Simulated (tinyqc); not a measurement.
Worked calculation: MP2 on RHF in the sto-3g basis, for H4, spin multiplicity 1. Computed by tinyqc, a small Python program that keeps every step (integrals from PySCF). Settings: charge = 0, multiplicity = 1, basis = sto-3g, method = RHF, energy threshold = 1e-10, iteration cap = 75, orthogonalisation = symmetric, start = Wolfsberg-Helmholz matrix, DIIS depth = 6. Command: `OMP_NUM_THREADS=1 python tinyqc.py 20280 20281 out.jsonl` (the two numbers bound the seeds that draw the settings). One thread of a shared host (Intel(R) Xeon(R) Processor @ 2.60GHz), about 0.07 s of CPU time with the checks. The early iterations of the SCF are left out here.

## One-electron integrals

Geometry (angstrom):

| atom | x | y | z |
|---|---|---|---|
| H | 0.000000 | 0.000000 | 0.000000 |
| H | 0.000000 | 0.000000 | 0.874000 |
| H | 0.000000 | 0.000000 | 1.931000 |
| H | 0.000000 | 0.000000 | 2.806000 |

Basis sto-3g: exponents (1/bohr^2) and contraction coefficients of normalised primitives:

| element | l (shell) | exponent | coefficient |
|---|---|---|---|
| H | s (1) | 3.425251 | 0.154329 |
| H | s (1) | 0.623914 | 0.535328 |
| H | s (1) | 0.168855 | 0.444635 |

Overlap, kinetic and nuclear-attraction integrals over the contracted functions; the nuclear repulsion is the sum of Za Zb / Rab.

nuclear repulsion = 2.44741265 hartree

overlap S, lower triangle:
```
          1H 1s     2H 1s     3H 1s     4H 1s
1H 1s  1.000000
2H 1s  0.573492  1.000000
3H 1s  0.133370  0.463544  1.000000
4H 1s  0.027272  0.133155  0.572862  1.000000
```

kinetic energy T (hartree), lower triangle:
```
           1H 1s      2H 1s     3H 1s     4H 1s
1H 1s   0.760032
2H 1s   0.164860   0.760032
3H 1s  -0.009123   0.091511  0.760032
4H 1s  -0.008315  -0.009140  0.164381  0.760032
```

nuclear attraction V (hartree), lower triangle:
```
           1H 1s      2H 1s      3H 1s      4H 1s
1H 1s  -2.264060
2H 1s  -1.308490  -2.563676
3H 1s  -0.286768  -1.078087  -2.563279
4H 1s  -0.056098  -0.286252  -1.306551  -2.263381
```

core Hamiltonian H = T + V (hartree), lower triangle:
```
           1H 1s      2H 1s      3H 1s      4H 1s
1H 1s  -1.504028
2H 1s  -1.143630  -1.803644
3H 1s  -0.295891  -0.986576  -1.803247
4H 1s  -0.064413  -0.295392  -1.142169  -1.503349
```

## Two-electron integrals

Functions are numbered as in S; the eight-fold symmetry (ij|kl) = (ji|kl) = (kl|ij) leaves the list below.

Two-electron integrals (ij|kl) in chemists' order, unique and non-zero (hartree):
```
(11|11) 0.774606   (21|11) 0.371304   (21|21) 0.217427   (22|11) 0.520931
(22|21) 0.371304   (22|22) 0.774606   (31|11) 0.063615   (31|21) 0.041105
(31|22) 0.079623   (31|31) 0.009277   (32|11) 0.171884   (32|21) 0.126869
(32|22) 0.283765   (32|31) 0.033424   (32|32) 0.135649   (33|11) 0.272849
(33|21) 0.200598   (33|22) 0.459872   (33|31) 0.063615   (33|32) 0.283765
(33|33) 0.774606   (41|11) 0.010315   (41|21) 0.006997   (41|22) 0.014235
(41|31) 0.001733   (41|32) 0.006635   (41|33) 0.014238   (41|41) 0.000348
(42|11) 0.039554   (42|21) 0.028701   (42|22) 0.063496   (42|31) 0.008028
(42|32) 0.033364   (42|33) 0.079486   (42|41) 0.001730   (42|42) 0.009246
(43|11) 0.128702   (43|21) 0.091039   (43|22) 0.200322   (43|31) 0.028715
(43|32) 0.126692   (43|33) 0.370784   (43|41) 0.006990   (43|42) 0.040987
(43|43) 0.216895   (44|11) 0.188563   (44|21) 0.128815   (44|22) 0.272712
(44|31) 0.039606   (44|32) 0.171780   (44|33) 0.520577   (44|41) 0.010315
(44|42) 0.063496   (44|43) 0.370784   (44|44) 0.774606
```

## Orthogonalisation

S = U s U^T; symmetric (Loewdin) form X = U s^(-1/2) U^T, so that X^T S X = 1.

eigenvalues of S: 0.263564  0.506057  1.245619  1.984760

X, lower triangle:
```
           1H 1s      2H 1s      3H 1s     4H 1s
1H 1s   1.174616
2H 1s  -0.402175   1.305621
3H 1s   0.069391  -0.350228   1.305058
4H 1s  -0.013928   0.069326  -0.401472  1.174101
```

## Starting guess

The start is the generalised Wolfsberg-Helmholz matrix (K = 1.75) built on H; D = 2 C_occ C_occ^T.

D at the start, lower triangle:
```
           1H 1s      2H 1s     3H 1s     4H 1s
1H 1s   0.613738
2H 1s   0.581191   0.713034
3H 1s  -0.188500   0.148069  0.713537
4H 1s  -0.434447  -0.188241  0.581472  0.613702
```

## Iteration 5 (converged): orbitals

converged F (hartree), lower triangle:
```
           1H 1s      2H 1s      3H 1s      4H 1s
1H 1s  -0.301162
2H 1s  -0.538782  -0.387154
3H 1s  -0.168803  -0.383945  -0.386716
4H 1s  -0.020162  -0.168558  -0.538290  -0.300685
```

Diagonalise F' = X^T F X, C = X C', fill 2 alpha and 2 beta electrons from the bottom; D = 2 C_occ C_occ^T. Each column has its largest component positive (the first on a tie).

F' = X^T F X (hartree), lower triangle:
```
           1          2          3         4
1   0.022706
2  -0.572091   0.108592
3   0.078443  -0.398039   0.108334
4   0.005527   0.078407  -0.571448  0.022462
```

orbital energies (hartree): MO1 -0.649019, MO2 -0.432944, MO3 0.387553, MO4 0.956504

coefficients C:
```
            MO1        MO2        MO3        MO4
1H 1s  0.293577  -0.500999   0.801336  -0.753094
2H 1s  0.407762  -0.391836  -0.587123   1.152969
3H 1s  0.407072   0.392683  -0.588286  -1.151453
4H 1s  0.292793   0.501600   0.801921   0.751189
```

D after iteration 5, lower triangle:
```
           1H 1s      2H 1s     3H 1s     4H 1s
1H 1s   0.674374
2H 1s   0.632037   0.639610
3H 1s  -0.154454   0.024242  0.639815
4H 1s  -0.330687  -0.154310  0.632316  0.674661
```

## Convergence

Stop when the energy changes by less than 1e-10 hartree and every element of the error matrix X^T (F D S - S D F) X is below 3e-06.

Course of the cycle:

| iteration | E (hartree) | change | largest element of the error matrix |
|---|---|---|---|
| 1 | -2.14174105 | - | 8.48e-02 |
| 2 | -2.15804788 | -1.63e-02 | 2.67e-02 |
| 3 | -2.15883544 | -7.88e-04 | 4.80e-03 |
| 4 | -2.15886197 | -2.65e-05 | 9.11e-06 |
| 5 | -2.15886197 | -9.39e-11 | 1.78e-06 |

PySCF RHF in the same basis = -2.15886197 hartree

Converged in 5 iterations.

## Populations, bond orders and dipole

Mulliken: Z minus the diagonal of D S on the atom; Loewdin: the same with S^(1/2) D S^(1/2); Mayer order: 2 sum_s sum (D(s) S)_ij (D(s) S)_ji over the two atoms.

Charges (e):

| atom | Mulliken | Loewdin |
|---|---|---|
| 1H | -0.007225 | -0.022852 |
| 2H | 0.007232 | 0.022883 |
| 3H | 0.007317 | 0.022897 |
| 4H | -0.007325 | -0.022928 |

Mayer bond orders:

| pair | order |
|---|---|
| 2-1 | 0.901236 |
| 3-1 | -0.001482 |
| 3-2 | 0.100194 |
| 4-1 | 0.100194 |
| 4-2 | -0.001482 |
| 4-3 | 0.901234 |

dipole moment about the origin, x y z (debye): 0.000000  0.000000  -0.000490

## Integrals over molecular orbitals

(pq|rs) = sum C_ip C_jq C_kr C_ls (ij|kl), one index at a time.

one-electron integrals over orbitals h = C^T H C (hartree), lower triangle:
```
           1          2          3          4
1  -1.883131
2   0.000064  -1.641180
3   0.155095   0.000321  -1.231773
4  -0.000259   0.131858   0.000030  -0.860359
```

Two-electron integrals over orbitals (pq|rs), unique and non-zero (hartree):
```
(11|11) 0.495858    (21|11) -0.000330   (21|21) 0.174281    (22|11) 0.456268
(22|21) 0.000266    (22|22) 0.469981    (31|11) -0.070841   (31|21) -0.000172
(31|22) 0.003370    (31|31) 0.107655    (32|11) -0.000319   (32|21) 0.090995
(32|22) 0.000145    (32|31) 0.000122    (32|32) 0.121377    (33|11) 0.463062
(33|21) 0.000209    (33|22) 0.461116    (33|31) -0.014237   (33|32) 0.000090
(33|33) 0.482717    (41|11) 0.000198    (41|21) -0.036876   (41|22) -0.000040
(41|31) -0.000146   (41|32) 0.058549    (41|33) -0.000020   (41|41) 0.090920
(42|11) -0.077573   (42|21) -0.000141   (42|22) -0.013589   (42|31) 0.099376
(42|32) 0.000154    (42|33) -0.012396   (42|41) -0.000124   (42|42) 0.106057
(43|11) -0.000297   (43|21) 0.165722    (43|22) 0.000287    (43|31) -0.000153
(43|32) 0.091724    (43|33) 0.000236    (43|41) -0.034262   (43|42) -0.000144
(43|43) 0.177975    (44|11) 0.522116    (44|21) -0.000265   (44|22) 0.484804
(44|31) -0.075972   (44|32) -0.000308   (44|33) 0.500750    (44|41) 0.000193
(44|42) -0.087113   (44|43) -0.000256   (44|44) 0.582120
```

## Second-order Moller-Plesset energy

Hartree-Fock energy = -2.15886197 hartree

E2 = sum_ijab (ia|jb) [2 (ia|jb) - (ib|ja)] / (e_i + e_j - e_a - e_b) over occupied i, j and virtual a, b; the opposite-spin part is (ia|jb)^2 / denominator, the rest is same-spin, and SCS-MP2 scales them by 6/5 and 1/3.

Terms:

| i | j | a | b | (ia\|jb) | (ib\|ja) | denominator | term |
|---|---|---|---|---|---|---|---|
| 2 | 2 | 3 | 3 | 0.121377 | 0.121377 | -1.640995 | -0.008978 |
| 1 | 2 | 3 | 4 | 0.099376 | 0.058549 | -2.426020 | -0.005743 |
| 2 | 1 | 4 | 3 | 0.099376 | 0.058549 | -2.426020 | -0.005743 |
| 1 | 1 | 3 | 3 | 0.107655 | 0.107655 | -2.073143 | -0.005590 |
| 2 | 2 | 4 | 4 | 0.106057 | 0.106057 | -2.778897 | -0.004048 |
| 1 | 1 | 4 | 4 | 0.090920 | 0.090920 | -3.211045 | -0.002574 |
| 2 | 1 | 3 | 4 | 0.058549 | 0.099376 | -2.426020 | -0.000428 |
| 1 | 2 | 4 | 3 | 0.058549 | 0.099376 | -2.426020 | -0.000428 |
| 2 | 2 | 4 | 3 | 0.000154 | 0.000154 | -2.209946 | -1.08e-08 |
| 2 | 2 | 3 | 4 | 0.000154 | 0.000154 | -2.209946 | -1.08e-08 |
| 1 | 1 | 3 | 4 | -0.000146 | -0.000146 | -2.642094 | -8.03e-09 |
| 1 | 1 | 4 | 3 | -0.000146 | -0.000146 | -2.642094 | -8.03e-09 |
| 1 | 2 | 3 | 3 | 0.000122 | 0.000122 | -1.857069 | -8.02e-09 |
| 2 | 1 | 3 | 3 | 0.000122 | 0.000122 | -1.857069 | -8.02e-09 |
| 1 | 2 | 4 | 4 | -0.000124 | -0.000124 | -2.994971 | -5.16e-09 |
| 2 | 1 | 4 | 4 | -0.000124 | -0.000124 | -2.994971 | -5.16e-09 |

Pair energies (hartree; pair i-j sums ij and ji):

| pair | opposite spin | same spin |
|---|---|---|
| 1-1 | -0.008165 | 0 |
| 2-1 | -0.010968 | -0.001374 |
| 2-2 | -0.013025 | 0 |

MP2 correlation energy = -0.03353171 hartree

SCS-MP2 correlation energy = -0.03904714 hartree

MP2 total energy = -2.19239368 hartree
